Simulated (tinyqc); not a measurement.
Worked calculation: UKS/BP86 in the 3-21g basis, for H3, spin multiplicity 2. Computed by tinyqc, a small Python program that keeps every step (integrals from PySCF). Settings: charge = 0, multiplicity = 2, basis = 3-21g, energy threshold = 1e-08, iteration cap = 86, orthogonalisation = symmetric, start = random, DIIS depth = 0, method = UKS, functional = b88,p86, grid = [20, 50]. Command: `OMP_NUM_THREADS=1 python tinyqc.py 25202 25203 out.jsonl` (the two numbers bound the seeds that draw the settings). One thread of a shared host (Intel(R) Xeon(R) Processor @ 2.60GHz), about 3 s of CPU time with the checks.

Geometry (angstrom):

| atom | x | y | z |
|---|---|---|---|
| H | 0.000000 | 0.000000 | 0.000000 |
| H | 0.000000 | 0.000000 | 1.271000 |
| H | 0.000000 | 1.101000 | 0.635000 |

Stop when the energy changes by less than 1e-08 hartree and every element of the error matrix X^T (F D S - S D F) X (for each spin) is below 3e-05.

Course of the cycle:

| iteration | E (hartree) | change | largest element of the error matrix |
|---|---|---|---|
| 1 | 0.83798203 | - | 3.81e-01 |
| 2 | -1.40219793 | -2.24e+00 | 9.67e-02 |
| 3 | -1.40072330 | 1.47e-03 | 1.31e-01 |
| 4 | -1.38769344 | 1.30e-02 | 1.30e-01 |
| 5 | -1.38006996 | 7.62e-03 | 1.34e-01 |
| 6 | -1.37687811 | 3.19e-03 | 1.35e-01 |
| 7 | -1.37545457 | 1.42e-03 | 1.35e-01 |
| 8 | -1.37496532 | 4.89e-04 | 1.35e-01 |
| 9 | -1.37476814 | 1.97e-04 | 1.35e-01 |
| 10 | -1.37468669 | 8.15e-05 | 1.35e-01 |
| 11 | -1.37468012 | 6.57e-06 | 1.35e-01 |
| 12 | -1.37464768 | 3.24e-05 | 1.35e-01 |
| 13 | -1.37466952 | -2.18e-05 | 1.35e-01 |
| 14 | -1.37464221 | 2.73e-05 | 1.35e-01 |
| ... | ... | ... | ... |
| 73 | -1.37466826 | -2.70e-05 | 1.35e-01 |
| 74 | -1.37464126 | 2.70e-05 | 1.35e-01 |
| 75 | -1.37466826 | -2.70e-05 | 1.35e-01 |
| 76 | -1.37464126 | 2.70e-05 | 1.35e-01 |
| 77 | -1.37466826 | -2.70e-05 | 1.35e-01 |
| 78 | -1.37464126 | 2.70e-05 | 1.35e-01 |
| 79 | -1.37466826 | -2.70e-05 | 1.35e-01 |
| 80 | -1.37464126 | 2.70e-05 | 1.35e-01 |
| 81 | -1.37466826 | -2.70e-05 | 1.35e-01 |
| 82 | -1.37464126 | 2.70e-05 | 1.35e-01 |
| 83 | -1.37466826 | -2.70e-05 | 1.35e-01 |
| 84 | -1.37464126 | 2.70e-05 | 1.35e-01 |
| 85 | -1.37466826 | -2.70e-05 | 1.35e-01 |
| 86 | -1.37464126 | 2.70e-05 | 1.35e-01 |

Can the last value be used, and what does the course show?

Not by the stop rule. Not converged within the cap of 86 iterations: the residual has stopped falling: the iteration swings between two states. Reruns (cap 100 unless said): DIIS 8: converged in 14; damping 0.5: not converged; level shift 0.5: not converged; atomic densities as start, DIIS 8: converged in 12; the original settings with a cap of 400: not converged. PySCF UKS in the same basis, fine grid, after a stability check = -1.55445680 hartree, which differs from a converged run on this coarse grid by the grid error.
